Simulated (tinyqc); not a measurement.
Crystal field against spin-orbit coupling: six-band k.p model of the valence band of a wurtzite crystal.

At k = 0: E1 = D1c + D2c + Te + Le (pure HH); E2, E3 = Le + u +/- sqrt(u^2 + 2 D3c^2), u = (D1c - D2c + Te)/2, D1c = Dcr, D2c = D3c = Dso/3. The weight of LH in state 2 is fL = (E2 - Le)^2/((E2 - Le)^2 + 2 D3c^2). Relative strengths of transitions to the conduction band: for E perpendicular to c (TE) 1/2, fL/2, (1 - fL)/2; for E along c (TM) 0, 1 - fL, fL, with one momentum element for both directions.

Inputs chosen for the exercise (out of a larger set: of the order of those of hexagonal CdSe; not measured data): Dso = 0.4275 eV (spin-orbit splitting).

No strain; Dcr is varied.

Results:
```
Dcr (meV)  Dcr/Dso  E1 (meV)  E2 (meV)  E3 (meV)  E1 - E2 (meV)  E1 - E3 (meV)     fL
-1140.0      -2.67    -997.5      30.9   -1313.4        -1028.4          315.9  0.023
-570.0       -1.33    -427.5      53.1    -765.6         -480.6          338.1  0.065
-285.0       -0.67    -142.5      80.0    -507.5         -222.5          365.0  0.136
-142.5       -0.33       0.0     104.3    -389.3         -104.3          389.3  0.211
0.0           0.00     142.5     142.5    -285.0            0.0          427.5  0.333
142.5         0.33     285.0     201.5    -201.5           83.5          486.5  0.500
570.0         1.33     712.5     507.5     -80.0          205.0          792.5  0.864
1140.0        2.67    1282.5    1036.7     -39.2          245.8         1321.7  0.964
```

Give the missing row, Dcr (meV) = 285.0.

Computed row:
```
Dcr (meV)  Dcr/Dso  E1 (meV)  E2 (meV)  E3 (meV)  E1 - E2 (meV)  E1 - E3 (meV)     fL
285.0         0.67     427.5     285.0    -142.5          142.5          570.0  0.667
```

At Dcr = 0 the cubic pattern returns: E1 = E2, E3 lies Dso = 427.5 meV lower and fL = 0.333 (1/3). For large positive Dcr, E1 - E2 tends to 2 Dso/3 = 285.0 meV (last row 245.8) and state 2 turns LH-like; for negative Dcr state 2 rises to the top and turns CH-like (98 % in the first row). In every row the two splittings add up to Dcr + Dso and multiply to (2/3) Dcr Dso.

tinyqc: `OMP_NUM_THREADS=1 python tinyqc.py 1051362 1051363 out.jsonl`; about 0.01 s, one thread, shared Intel(R) Xeon(R) Processor @ 2.30GHz.
